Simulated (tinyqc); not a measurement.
A particle near a wafer in liquid: double-layer and van der Waals forces (DLVO), deposition barrier and removal: one step, computed by the program tinyqc. Command: `OMP_NUM_THREADS=1 python tinyqc.py 3110705 3110706 out.jsonl dlvo walk`. One thread of a shared host (Intel(R) Xeon(R) Processor @ 2.30GHz), about 0.01 s of CPU time with the checks.

Sphere and flat wall, Derjaguin approximation, constant potentials in the linear-superposition form, no retardation and no hydration force.

Problem. The curve. U(h) = Z R exp(-kappa h) - A R/(6 h); F(h) = -dU/dh = kappa Z R exp(-kappa h) - A R/(6 h^2), positive for repulsion.

Inputs (values chosen for the exercise, of the order of those for alumina on silica in water): particle radius R = 290 nm; Hamaker constant A = 9.7e-21 J; temperature T = 293 K.

kappa = 0.08168827 1/nm

Z = 18.76727 pN

Constants: k_B = 1.380649e-23 J/K.

Give: the table «Against the gap» with the columns kappa h, U (k_B T), F (pN), for h (nm) = 0.4, 0.6, 1.0, 1.5, 2.5, 4.0, 7.0, 12.0, 20.0, 40.0.

Solution.

Against the gap:
```
h (nm),kappa h,U (k_B T),F (pN)
0.4,0.033,1012,-2500
0.6,0.049,1088,-879
1.0,0.082,1124,-59
1.5,0.123,1113,185
2.5,0.204,1051,287
4.0,0.327,941,291
7.0,0.572,743,241
12.0,0.980,495,164
20.0,1.634,257,86
40.0,3.268,48,17
```

Caution: in rows with kappa h below 1 linear superposition is only rough.
